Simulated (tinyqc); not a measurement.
What moves the results: six-band hole subbands of a thin body in a field. A value that a table varies takes the place of the one given here.

Basis X, Y, Z times spin, hole energies counted downwards from the unstrained edge (the hydrostatic shift is left out), c = hbar^2/2m0. For a symmetric tensor T let C(T) have C_XX = L Txx + M (Tyy + Tzz), C_XY = N Txy (cyclic), L = c (g1 + 4 g2), M = c (g1 - 2 g2), N = 6 c g3. k = q + kz n, n the unit normal, q = k1 u + k2 v with u along the channel [1-10] and v = n x u. H = C(k k^T) + (Dso/3)(1 - L.sigma) - B + e F z with (L_k)_ij = -i epsilon_kij; B is the block C built from the traceless strain with 2b, -b and sqrt(3) d in place of L, M, N. Strain: exx = eyy = (s11 + s12) sx/2, ezz = s12 sx, exy = -s44 sx/4. Hard walls at z = 0 and t; basis sin(j pi z/t), j = 1 to Nz: kz^2 = (j pi/t)^2, kz = -i D with D_jl = 4 j l/(t (j^2 - l^2)), z_jj = t/2 and z_jl = -8 t j l/(pi (j^2 - l^2))^2 for j + l odd; 1 MV/cm = 0.01 eV/angstrom.

Nz = 14. E1 is the top subband at q = 0, gap the distance to the next pair, and the masses are c q^2/(E(q) - E1) at |q| = 0.02 1/angstrom (mean of the spin pair) along the channel [1-10] and across it in the plane; a dash marks a band that does not rise.

Constants: hbar^2/2m0 = 3.80998211 eV angstrom^2.

Values chosen for the exercise (near those of a p-type Si channel; shifted at random, so the results belong to these values and not to a real crystal):

| symbol | value | unit | meaning |
|---|---|---|---|
| g1 | 4.28 |  | Luttinger gamma1 |
| g2 | 0.34 |  | gamma2 |
| g3 | 1.45 |  | gamma3 |
| Dso | 0.044 | eV | spin-orbit splitting |
| b | -2.08 | eV | tetragonal potential |
| d | -4.76 | eV | trigonal potential |
| S | (7.61, -2.11, 12.59) | 1/TPa | compliances s11, s12, s44 |
| face | 111 |  | surface |
| t | 50 | angstrom | body thickness |
| F | 0.2 | MV/cm | field across the body |
| sx | -2 | GPa | stress along the channel [1-10], negative in compression |

## Stress along the channel

Each row has its own sx.

Results:

| sx (GPa) | E1 (meV) | gap (meV) | m channel | m across |
|---|---|---|---|---|
| -3.0 | -29.6 | 68.9 | 0.125 | 1.271 |
| -2.0 | 5.7 | 69.0 | 0.129 | 1.167 |
| -1.0 | 40.1 | 60.5 | 0.140 | 0.893 |
| -0.5 | 55.7 | 37.8 | 0.160 | 0.602 |
| 0.0 | 65.8 | 26.0 | 0.269 | 0.273 |
| 0.5 | 64.3 | 37.2 | 0.483 | 0.165 |
| 1.0 | 57.2 | 59.4 | 0.551 | 0.152 |

What can be read from the table?

Under 2 GPa of compression the channel mass goes from 0.269 to 0.129 m0, the mass across from 0.273 to 1.167; the gap to the next subband is 69, 26 and 59 meV at -2, 0 and +1 GPa. The lightest channel mass of the table, 0.125 m0, is at -3.0 GPa.

## Surface orientation and number of bands

Three faces, six bands; and four bands, with Dso set to 1000 eV.

Results:

| case | E1 (meV) | gap (meV) | m channel | m across |
|---|---|---|---|---|
| (001) 6 bands | 41.6 | 103.0 | 0.152 | 2.774 |
| (001) 4 bands | 69.8 | 85.8 | 0.191 | 0.577 |
| (110) 6 bands | -21.5 | 28.3 | 0.114 | 0.278 |
| (110) 4 bands | 41.1 | 86.2 | 0.148 | 0.293 |
| (111) 6 bands | 5.7 | 69.0 | 0.129 | 1.167 |
| (111) 4 bands | 41.1 | 72.8 | 0.165 | 0.227 |

What can be read from the table?

With six bands the top subband is shallowest on (110) (-21.5 meV) and deepest on (001). Without the stress E1 would be 102.2, 49.2 and 65.8 meV, so the stress moves it by -60.6, -70.7 and -60.0 meV. The lightest channel mass is on (110) (0.114 m0). Dropping the split-off band moves E1 by 28.2, 62.6 and 35.4 meV and the gap by -17.2, 57.9 and 3.9 meV on the three faces, with Dso = 44 meV.

## What each parameter does

Six bands. Each row changes one parameter from the base and keeps the others.

Results:

| case | E1 (meV) | gap (meV) | m channel (m0) | m across (m0) |
|---|---|---|---|---|
| base | 5.7 | 69.0 | 0.129 | 1.167 |
| t = 60 angstrom | 4.6 | 55.4 | 0.128 | 1.159 |
| F = 0.5 MV/cm | 59.0 | 93.5 | 0.133 | 1.180 |
| sx = -2.5 GPa | -11.9 | 68.9 | 0.127 | 1.230 |
| g3 = 1.35 | 9.3 | 77.3 | 0.130 | 0.702 |
| g2 = 0.39 | 5.7 | 69.0 | 0.128 | 1.043 |
| Dso = 0.066 eV | 10.2 | 69.3 | 0.131 | 0.988 |
| d = -3.81 eV | 15.8 | 69.0 | 0.130 | 1.118 |

What does this show?

The largest shifts from the base row, up to three for each result and ties (the steps differ in size, so this ranks the rows, not the parameters). E1 (meV): F +53.3, sx -17.6, d +10.1; unchanged at the printed digits by g2. gap (meV): F +24.6, t -13.6, g3 +8.3; unchanged at the printed digits by g2 and d. m channel (m0): F +0.004, sx -0.002, Dso +0.002. m across (m0): g3 -0.465, Dso -0.179, g2 -0.124.

tinyqc: `OMP_NUM_THREADS=1 python tinyqc.py 1252051 1252052 out.jsonl`; about 0.5 s, one thread, shared Intel(R) Xeon(R) Processor @ 2.30GHz.
